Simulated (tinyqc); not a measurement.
MOS structure on a p-type body, non-linear Poisson equation by Newton steps: two steps of the calculation.

One dimension, insulator interface at x = 0, acceptor density Na, uniform, net doping C = -(acceptor density). psi is counted from the intrinsic level: n = ni exp((psi - Vb)/Vt), p = ni exp(-psi/Vt); deep in the body psi_b = -Vt ln(Na/ni). The gate acts through Cox = eps0 eox/tox and has the potential psi_G = Vg - (phiM - chi - Vt ln(Nc/ni)). Boltzmann statistics, full ionisation, classical densities, no oxide or interface charge.

Inputs (values chosen for the exercise); band and dielectric values those of a made-up semiconductor: temperature T = 250 K; band gap Eg = 1.16 eV; conduction-band density of states at T Nc = 1.83e19 cm^-3; valence-band density of states at T Nv = 2.24e19 cm^-3; electron affinity chi = 3.42 eV; relative permittivity of the gate insulator (close to hafnium oxide) eox = 21.9; insulator thickness tox = 3.9 nm; gate work function phiM = 4.06 eV; electron quasi-Fermi potential against the body Vb = 0 V; gate voltage against the body Vg = 0.96 V.

Constants: q = 1.602176634e-19 C, kB = 1.380649e-23 J/K, Vt = kB T/q, eps0 = 8.8541878128e-14 F/cm where lengths are in cm. Results are converted to the units shown.

Question 1. Newton step. Solve the tridiagonal system a_(i-1) d_(i-1) + b_i d_i + a_i d_(i+1) = -F_i for nodes 0 to 10, with d = 0 on fixed nodes. If the largest |d| exceeds 4 Vt, the whole step is scaled down so that it equals 4 Vt.

coupling a_i, interval 0 to 10 (F/cm^2): [3.0694518e-5, 1.5296271e-5, 7.6228107e-6, 3.7894466e-6, 1.8869581e-6, 9.4154962e-7, 4.6742920e-7, 2.3312292e-7, 1.1568286e-7, 5.7914184e-8, 2.8776110e-8]

```
node  diagonal b (F/cm^2)  residual F (C/cm^2)
0              -5.7657872          -0.12421353
1              -16.842251          -0.36283724
2              -31.893575          -0.68709342
3              -57.066818           -1.2294092
4              -90.749888           -1.9550549
5              -113.77377           -2.4510662
6              -89.239776           -1.9225222
7              -26.899567          -0.57950632
8              -1.2076466         -0.026016739
9           -0.0011373367        -2.4525042e-5
10          -8.7204454e-8        -5.3732059e-8
```

psi at the start, node 0 to 11 (V): [0.89782240, 0.89720024, 0.89595177, 0.89344652, 0.88840701, 0.87828650, 0.85800400, 0.81714866, 0.73523059, 0.57015012, 0.24040397, -0.42323608]

Wanted: Newton step d, before damping; psi after iteration 1.

Answer 1.

Newton step d, before damping, node 0 to 10 (V): [-0.02154, -0.02154, -0.02154, -0.02154, -0.02154, -0.02154, -0.02154, -0.02154, -0.02154, -0.02160, -0.63051]
psi after iteration 1, node 0 to 11 (V): [0.89488, 0.89426, 0.89301, 0.89050, 0.88546, 0.87534, 0.85506, 0.81420, 0.73229, 0.56720, 0.15423, -0.42324]

Question 2. Converged densities and sheet charges. n and p as above; box widths w_i (half boxes at both ends); band bending psi_0 - psi_b; N_inv = sum w n; N_dep = -sum w (p + C); centroid sum w n x/N_inv; gate charge Cox (psi_G - psi_0)/q.

```
node  x (nm)  converged psi (V)  net doping C (cm^-3)
0          0         0.62957373               -1.4e16
1        0.3         0.60195228               -1.4e16
2      0.902         0.57302842               -1.4e16
3       2.11         0.54287971               -1.4e16
4       4.54         0.51013800               -1.4e16
5       9.42         0.46935699               -1.4e16
6       19.2         0.40422850               -1.4e16
7       38.9         0.28303960               -1.4e16
8       78.4         0.06856948               -1.4e16
9        158        -0.24816331               -1.4e16
10       317        -0.41891439               -1.4e16
11       637        -0.42323608               -1.4e16
```

ni = 4.1121047e7 cm^-3

Wanted: n; p; band bending; N_inv; N_dep; centroid of the electrons; gate charge over q.

Answer 2.

```
node  n (cm^-3)  p (cm^-3)
0     2.0217e20  8.3640e-6
1     5.6090e19  3.0147e-5
2     1.4649e19  1.1543e-4
3     3.6144e18  4.6783e-4
4     7.9067e17  0.0021386
5     1.1909e17   0.014199
6     5.7936e15    0.29186
7     2.0888e13     80.954
8      9.9166e8   1.7052e6
9        408.61  4.1382e12
10      0.14761  1.1455e16
11      0.12078  1.4000e16
```

band bending = 1.0528 V
N_inv = 7.9303e12 cm^-2
N_dep = 3.9340e11 cm^-2
centroid of the electrons = 0.71153 nm
gate charge over q = 8.3244e12 cm^-2

N_inv + N_dep is within 0.01 % of the gate charge.

Range of the model: On a fine mesh the surface electron density exceeds 0.3 Nc, so degeneracy and confinement would lower the charge and push it away from the interface.

Numbers from tinyqc (`OMP_NUM_THREADS=1 python tinyqc.py 2080133 2080134 out.jsonl`; about 0.4 s on one thread of a shared Intel Xeon 2.30GHz).
